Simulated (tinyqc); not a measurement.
# Hole mobility in a silicon inversion layer, empirical terms and Matthiessen rule: effect of the temperature

Inversion layer of sheet density Ns on a uniformly doped body. The mobility terms are empirical power laws with prefactors chosen for the exercise; adding their inverses (Matthiessen) is itself an approximation.

Nc and Nv are given at 300 K and scale as (T/300 K)^1.5; Eg is fixed. ni = sqrt(Nc Nv) exp(-Eg/(2 Vt)), Eg in volts; Ndep = sqrt(2 eps0 eps_r Nb (2 Vt ln(Nb/ni) + Vsb)/q); E = q (Ndep + eta Ns)/(eps0 eps_r), in MV/cm. With t = T/(300 K): muC = Ac (Ns/1e12 cm^-2) t/(Nb/1e17 cm^-3 + Nit/1e11 cm^-2), muP = Ap E^(-1/3) t^(-1.75), muS = As E^(-gs); 1/mu is the sum of the inverses.

Parameters, values chosen for the exercise; material values close to those of silicon:
- Eg = 1.12 eV (band gap)
- eps_r = 11.8 (relative permittivity of the semiconductor)
- Nc = 2.8e19 cm^-3 (conduction-band density of states at the reference temperature)
- Nv = 2.64e19 cm^-3 (valence-band density of states at the reference temperature)
- Nb = 1.6e18 cm^-3 (body doping)
- Vsb = 1 V (reverse body bias)
- eta = 0.3333 (weight of the inversion charge in the effective field)
- Ap = 125 cm^2/(V s) (phonon-limited mobility at 1 MV/cm and 300 K)
- As = 301 cm^2/(V s) (roughness-limited mobility at 1 MV/cm)
- gs = 1 (exponent of the roughness term)
- Ac = 2100 cm^2/(V s) (Coulomb prefactor)
- Nit = 1.1e10 cm^-2 (charge at the interface)
- Ns = 8.8e11 cm^-2 (inversion density)

Constants: q = 1.602176634e-19 C, kB = 1.380649e-23 J/K, Vt = kB T/q, eps0 = 8.8541878128e-14 F/cm where lengths are in cm. Results are converted to the units shown.

Effect of the temperature:
```
T (K)	E (MV/cm)	muC (cm^2/(V s))	muP (cm^2/(V s))	muS (cm^2/(V s))	mu (cm^2/(V s))
120	1.058	45.88	609.8	284.6	37.11
160	1.052	61.18	369.2	286.0	44.35
200	1.046	76.47	250.3	287.7	48.67
250	1.038	95.59	169.9	290.0	50.51
300	1.029	114.7	123.8	292.5	49.47
350	1.019	133.8	94.83	295.3	46.72
400	1.009	152.9	75.32	298.2	43.16
450	0.9986	172.1	61.51	301.4	39.39
```

As T goes from 120 to 450 K, E falls from 1.06 to 0.999 MV/cm and mu goes from 37.1 through a maximum of 50.5 (at T = 250 K among the rows listed) to 39.4 cm^2/(V s). The smallest term is the Coulomb one in the first row and the phonon one in the last. Coulomb scattering weakens and phonon scattering grows with T, hence the maximum. For T = 120 to 160 K dopant freeze-out and degenerate screening, left out here, matter.

Numbers from tinyqc (`OMP_NUM_THREADS=1 python tinyqc.py 2510099 2510100 out.jsonl`; about 0.01 s on one thread of a shared Intel Xeon 2.30GHz).
